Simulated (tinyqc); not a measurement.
Standing waves and exposure in a photoresist film: one step. Intensity and exposure over the lowest period. Five cases, with inputs chosen for the exercise.

Problem. Nine depths from d - period to d. Without bleaching during the exposure the share of unexposed compound is m = exp(-C D I).

Normal incidence from air. Unexposed resist: N1 = n1 + i k1 with k1 = (A + B) lam/(4 pi), lam in micrometres. r01 = (1 - N1)/(1 + N1), t01 = 2/(1 + N1). Below the resist lie the layer Na = na + i ka and the substrate Ns = ns + i ks: r12 = (r1a + ras x)/(1 + r1a ras x), x = exp(4 pi i Na da/lam), r1a = (N1 - Na)/(N1 + Na), ras = (Na - Ns)/(Na + Ns). With p = exp(2 pi i N1 d/lam), the field at depth z is E(z) = t01 [exp(2 pi i N1 z/lam) + r12 p^2 exp(-2 pi i N1 z/lam)]/(1 + r01 r12 p^2), the relative intensity I(z) = n1 |E(z)|^2 and the reflectance R = |(r01 + r12 p^2)/(1 + r01 r12 p^2)|^2.

Give: Profile.

Case 1.

Values chosen (a resist on Al, indices near tabulated ones; not measured data): d = 1037 nm (resist thickness); lam = 365 nm (vacuum wavelength); C = 0.035 cm^2/mJ (exposure rate (Dill C)); D = 60 mJ/cm^2 (incident dose).

N1 = 1.6700000+0.0151038i
r12 = -0.095016+0.315579i
period = 109.2814 nm

Solution.

Profile:

| z (nm) | I | m |
|---|---|---|
| 927.7 | 0.542 | 0.320 |
| 941.4 | 0.818 | 0.179 |
| 955.0 | 0.993 | 0.124 |
| 968.7 | 0.961 | 0.133 |
| 982.4 | 0.739 | 0.212 |
| 996.0 | 0.455 | 0.384 |
| 1009.7 | 0.274 | 0.563 |
| 1023.3 | 0.298 | 0.535 |
| 1037.0 | 0.513 | 0.341 |

I runs from 0.274 to 0.993 on these points, so m runs from 0.124 to 0.563; the least exposed point listed lies 27.3 nm above the bottom.

Case 2.

Values chosen (a resist on Al, indices near tabulated ones; not measured data): d = 1171 nm (resist thickness); lam = 365 nm (vacuum wavelength); C = 0.02 cm^2/mJ (exposure rate (Dill C)); D = 20 mJ/cm^2 (incident dose).

N1 = 1.6990000+0.0273030i
r12 = 0.354158-0.699028i
period = 107.4161 nm

Solution.

Profile:

| z (nm) | I | m |
|---|---|---|
| 1063.6 | 0.720 | 0.750 |
| 1077.0 | 0.355 | 0.868 |
| 1090.4 | 0.076 | 0.970 |
| 1103.9 | 0.046 | 0.982 |
| 1117.3 | 0.282 | 0.893 |
| 1130.7 | 0.644 | 0.773 |
| 1144.1 | 0.919 | 0.692 |
| 1157.6 | 0.945 | 0.685 |
| 1171.0 | 0.706 | 0.754 |

I runs from 0.046 to 0.945 on these points, so m runs from 0.685 to 0.982; the least exposed point listed lies 67.1 nm above the bottom.

Case 3.

Values chosen (a resist on Si, indices near tabulated ones; not measured data): d = 557 nm (resist thickness); lam = 248 nm (vacuum wavelength); C = 0.032 cm^2/mJ (exposure rate (Dill C)); D = 15 mJ/cm^2 (incident dose).

N1 = 1.7410000+0.0138146i
r12 = -0.166596-0.203253i
period = 71.2234 nm

Solution.

Profile:

| z (nm) | I | m |
|---|---|---|
| 485.8 | 0.449 | 0.806 |
| 494.7 | 0.337 | 0.851 |
| 503.6 | 0.400 | 0.825 |
| 512.5 | 0.599 | 0.750 |
| 521.4 | 0.816 | 0.676 |
| 530.3 | 0.922 | 0.642 |
| 539.2 | 0.852 | 0.664 |
| 548.1 | 0.645 | 0.734 |
| 557.0 | 0.421 | 0.817 |

I runs from 0.337 to 0.922 on these points, so m runs from 0.642 to 0.851; the least exposed point listed lies 62.3 nm above the bottom.

Case 4.

Values chosen (a resist on Cu, indices near tabulated ones; not measured data): d = 1176 nm (resist thickness); lam = 365 nm (vacuum wavelength); C = 0.036 cm^2/mJ (exposure rate (Dill C)); D = 80 mJ/cm^2 (incident dose).

N1 = 1.6760000+0.0270126i
r12 = -0.174317-0.102593i
period = 108.8902 nm

Solution.

Profile:

| z (nm) | I | m |
|---|---|---|
| 1067.1 | 0.243 | 0.497 |
| 1080.7 | 0.226 | 0.522 |
| 1094.3 | 0.278 | 0.448 |
| 1107.9 | 0.368 | 0.346 |
| 1121.6 | 0.440 | 0.282 |
| 1135.2 | 0.449 | 0.274 |
| 1148.8 | 0.388 | 0.327 |
| 1162.4 | 0.291 | 0.433 |
| 1176.0 | 0.211 | 0.544 |

I runs from 0.211 to 0.449 on these points, so m runs from 0.274 to 0.544; the least exposed point listed lies 0.0 nm above the bottom.

Case 5.

Values chosen (a resist on Si, indices near tabulated ones; not measured data): d = 956 nm (resist thickness); lam = 365 nm (vacuum wavelength); C = 0.022 cm^2/mJ (exposure rate (Dill C)); D = 60 mJ/cm^2 (incident dose).

N1 = 1.7080000+0.0270126i
r12 = -0.139184+0.167816i
period = 106.8501 nm

Solution.

Profile:

| z (nm) | I | m |
|---|---|---|
| 849.1 | 0.327 | 0.650 |
| 862.5 | 0.442 | 0.558 |
| 875.9 | 0.548 | 0.485 |
| 889.2 | 0.580 | 0.465 |
| 902.6 | 0.517 | 0.505 |
| 915.9 | 0.392 | 0.596 |
| 929.3 | 0.277 | 0.694 |
| 942.6 | 0.235 | 0.733 |
| 956.0 | 0.289 | 0.683 |

I runs from 0.235 to 0.580 on these points, so m runs from 0.465 to 0.733; the least exposed point listed lies 13.4 nm above the bottom.

Computed by tinyqc, one run a case: `OMP_NUM_THREADS=1 python tinyqc.py N N+1 out.jsonl` with N = 1652421, 1652515, 1680576, 1680988, 1681064; one thread of a shared Intel(R) Xeon(R) Processor @ 2.30GHz, about 0.01 s a run at most.
